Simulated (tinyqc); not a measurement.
Worked calculation: equilibrium and kinetic segregation of a solute to boundaries and growing surfaces. Computed by tinyqc, a small Python program that keeps every step. Command: `OMP_NUM_THREADS=1 python tinyqc.py 3013473 3013474 out.jsonl segreg walk`. One thread of a shared host (Intel(R) Xeon(R) Processor @ 2.30GHz), about 0.01 s of CPU time with the checks. Intermediate numbers are printed to about 6 digits and carried at full precision; extremes and crossings named in words are read from the listed rows.

Inputs (values chosen for the exercise, for a model alloy): segregation energy Q = 0.324 eV; total solute fraction x0 = 0.0015; temperature T = 850 K; grain size d = 1600 nm; boundary thickness delta = 0.79 nm; atomic volume Omega = 17.3 angstrom^3; clean boundary energy gamma_0 = 0.96 J/m^2; bulk diffusivity D = 3.1e-18 m^2/s; anneal time t = 12 s; exchange barrier E_b = 1.63 eV; surface segregation energy E_s = 0.3 eV; growth temperature T_g = 830 K; growth rate = 0.12 monolayers/s.

Isotherm: Langmuir-McLean.

Constants: k_B = 8.617333262e-05 eV/K; 1 eV/angstrom^2 = 16.02176634 J/m^2.

## Coverage for very large grains

With theta the solute fraction on boundary sites and x that in the grains, theta/(1 - theta) = [x/(1 - x)] exp[Q/(k_B T)]. The coverage theta_inf is that for x = x0.

coverage theta_inf = 0.111311

## Depletion of small grains

Finite grains: boundary sites are the fraction f = 3 delta/d, and x0 = (1 - f) x + f theta; solve both equations for theta; share at boundaries = f theta/x0.

site fraction f = 0.00148125

coverage theta = 0.101414

fraction x left in the grains = 0.00135178

share of solute at boundaries = 10.0147 %

enrichment theta/x = 75.0226

10 % of the solute sits at boundaries; for a dopant that share is electrically lost.

## Boundary energy

Gibbs adsorption for this isotherm in a dilute matrix: gamma = gamma_0 + Gam_0 [k_B T ln(1 - theta)], Gam_0 = delta/Omega sites per area.

Gam_0 = 45.6647 1/nm^2

boundary energy gamma = 0.902695 J/m^2

Segregation lowers gamma by 6.0 %, and the driving force of grain growth with it.

## How fast the boundary fills

McLean kinetics from a uniform start, fed from both sides, with a constant enrichment beta = theta_inf/x0: (theta - x0)/(theta_inf - x0) = 1 - exp(s^2) erfc(s), s = 2 sqrt(D t)/(beta delta); half filling at s = 0.7691, t = (0.7691 beta delta/2)^2/D. D is an input and does not follow T.

s = 0.208079

degree of filling = 0.197440

time to half filling = 163.942 s

diffusion length sqrt(D t) = 6.09918 nm

## Segregation at a growing surface

Two-state exchange during growth, dilute: jump up r_u = nu exp(-E_b/(k_B T_g)), jump back r_d = r_u exp(-E_s/(k_B T_g)), nu = 1e13 1/s. In the time 1/R of one monolayer the share carried up is p = [r_u/(r_u + r_d)] [1 - exp(-(r_u + r_d)/R)]; the tail decays as p^n, length -1/ln p monolayers; the equilibrium limit has p = r_u/(r_u + r_d).

r_u = 1266.50 1/s

r_d = 19.0984 1/s

share carried up p = 0.985144

decay length = 66.8130 monolayers

Exchange is fast against growth: the equilibrium regime, where heating shortens the tail.

## Tail length against growth temperature

The formulas are those given above.

Exchange model:
```
T_g (K)        r_u/R         p  length (monolayers)  equilibrium limit
507      5.22374e-03  0.005210          1.90217e-01            960.160
543      6.19730e-02  0.060089          3.55627e-01            609.206
572      3.62421e-01  0.303893          8.39574e-01            440.285
602      1.88325e+00  0.846179          5.98713e+00            325.226
626      6.28165e+00  0.994352          1.76557e+02            260.653
649      1.83287e+01  0.995341          2.14116e+02            214.116
685      8.47918e+01  0.993832          1.61639e+02            161.639
738      6.16029e+02  0.991140          1.12363e+02            112.363
826      9.45135e+03  0.985439          6.81737e+01             68.174
```

The length peaks among these rows at 649 K with 214 monolayers. Below, exchange freezes (r_u/R = 0.0052 in the first row); above, the length follows the equilibrium limit, about exp(E_s/(k_B T)), down to 68.2.

## Coverage against grain size

The formulas are those given above.

At T:
```
d (nm)     theta  x in the grains  share at boundaries (%)
15      0.008919       0.00010792                  93.9422
30      0.016624       0.00020271                  87.5533
60      0.029204       0.00036068                  76.9047
120     0.046763       0.00058804                  61.5718
250     0.067539       0.00086796                  42.6845
500     0.084443       0.00110498                  26.6840
1000    0.096203       0.00127502                  15.2000
5000    0.107964       0.00144951                   3.4117
```

From the largest grains to the smallest the share at boundaries rises from 3.4 to 94 %, and x/x0 falls to 0.072. In the dilute limit x/x0 = 1/(1 - f + f exp(Q/(k_B T))), which gives 0.071 at 15 nm.

Checks made by the program: mass balance (relative difference below 1e-10).
